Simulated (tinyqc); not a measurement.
Metal-interlayer-semiconductor contact, depinning against tunnelling resistance: two steps of the calculation.

Zero bias, n-type semiconductor. Gap states at the semiconductor surface thin out as exp(-be ti), which unpins the barrier; electrons must then cross the interlayer (a rectangular barrier, no voltage drop across it) and the parabolic depleted layer, both by WKB. Energies E are counted from the Fermi level; no image force, parabolic bands.

Parameters, values chosen for the exercise; semiconductor values close to those of 4H silicon carbide; interlayer mass of the order of that in hafnium oxide, offset chosen freely:
- T = 300 K (temperature)
- Eg = 3.39 eV (band gap)
- eps_r = 10 (relative permittivity)
- chi = 3.59 eV (electron affinity)
- Nc = 1.7e19 cm^-3 (conduction-band density of states at T)
- mt = 0.194 m0 (tunnelling mass in the semiconductor)
- mA = 0.372 m0 (Richardson mass)
- Nd = 1.5e18 cm^-3 (donor density)
- E0 = 1.9 eV (charge-neutrality level above the valence band)
- S0 = 0.64 (pinning factor without interlayer)
- phiM = 3.73 eV (metal work function)
- ti = 1.7 nm (interlayer thickness)
- dE = 1.59 eV (conduction-band offset of the interlayer above the semiconductor)
- mi = 0.2 m0 (tunnelling mass in the interlayer)
- be = 3.6 1/nm (decay constant of gap states through the interlayer)

Constants: q = 1.602176634e-19 C, kB = 1.380649e-23 J/K, eps0 = 8.8541878128e-12 F/m, hbar = 1.054571817e-34 J s, h = 6.62607015e-34 J s, m0 = 9.1093837015e-31 kg, Vt = kB T/q, hbar^2/(2 m0) = 0.0380998212 eV nm^2. Results are converted to the units shown.

Task 1. Pinning, barrier and scales. S = 1/(1 + (1/S0 - 1) exp(-be ti)); phiB = S (phiM - chi) + (1 - S)(Eg - E0); xi = Ec - EF deep inside, from Nd = Nc F(-xi/Vt), F(x) = (2/sqrt(pi)) int_0^infinity sqrt(u) du/(1 + exp(u - x)); band bending U = phiB - xi; E00 = (hbar/2) sqrt(Nd/(eps0 eps_r mt m0)) in volts; A = 4 pi q mA m0 kB^2/h^3.

Give: S; phiB; xi; U; E00; A.

Result 1.

S = 0.99876
phiB = 0.14167 eV
xi = 0.061957 eV
U = 0.079711 eV
E00 = 0.016326 eV
A = 44.704 A/(cm^2 K^2)

Task 2. Exponents and integrand on an energy grid. With U = phiB - xi: for xi < E < phiB, y = (E - xi)/U and G1 = (U/E00) [sqrt(1 - y) - y ln((1 + sqrt(1 - y))/sqrt(y))], G1 = 0 above phiB; G2 = 2 ti sqrt(mi max(phiB + dE - E, 0)/C), C = hbar^2/(2 m0); f = 1/(1 + exp(E/Vt)); integrand exp(-G1 - G2) f.

| point | E (eV) |
|---|---|
| 0 | 0.07 |
| 1 | 0.08857 |
| 2 | 0.10714 |
| 3 | 0.12571 |
| 4 | 0.14429 |
| 5 | 0.16286 |
| 6 | 0.18143 |
| 7 | 0.2 |
| 8 | 0.21857 |
| 9 | 0.23714 |
| 10 | 0.25571 |
| 11 | 0.27429 |
| 12 | 0.29286 |
| 13 | 0.31143 |
| 14 | 0.33 |

phiB = 0.14166739 eV
xi = 0.061956664 eV
E00 = 0.016325710 eV

Give: G1; G2; f; integrand.

Result 2.

| point | G1 | G2 | f | integrand (1e-7) |
|---|---|---|---|---|
| 0 | 3.7361 | 10.042 | 0.062519 | 0.6493 |
| 1 | 2.1181 | 9.985 | 0.031491 | 1.7448 |
| 2 | 1.0283 | 9.929 | 0.015606 | 2.7208 |
| 3 | 0.3044 | 9.872 | 0.0076705 | 2.9197 |
| 4 | 0.0000 | 9.815 | 0.0037532 | 2.0510 |
| 5 | 0.0000 | 9.757 | 0.0018335 | 1.0613 |
| 6 | 0.0000 | 9.699 | 8.9479e-4 | 0.5489 |
| 7 | 0.0000 | 9.641 | 4.3647e-4 | 0.2838 |
| 8 | 0.0000 | 9.582 | 2.1286e-4 | 0.1468 |
| 9 | 0.0000 | 9.523 | 1.0380e-4 | 0.0759 |
| 10 | 0.0000 | 9.464 | 5.0610e-5 | 0.0393 |
| 11 | 0.0000 | 9.404 | 2.4667e-5 | 0.0203 |
| 12 | 0.0000 | 9.344 | 1.2027e-5 | 0.0105 |
| 13 | 0.0000 | 9.284 | 5.8641e-6 | 0.0055 |
| 14 | 0.0000 | 9.223 | 2.8592e-6 | 0.0028 |

Range of the model: The depletion charge would drop about 0.018 V across such an interlayer (eps_r near 20) at ti = 1.7 nm and Nd = 1.5e18 cm^-3, against a band bending of 0.080 V; this model leaves that drop out.

Computed by the program tinyqc: `OMP_NUM_THREADS=1 python tinyqc.py 2270007 2270008 out.jsonl`, one thread of a shared Intel Xeon 2.30GHz, about 0.03 s for the whole run.
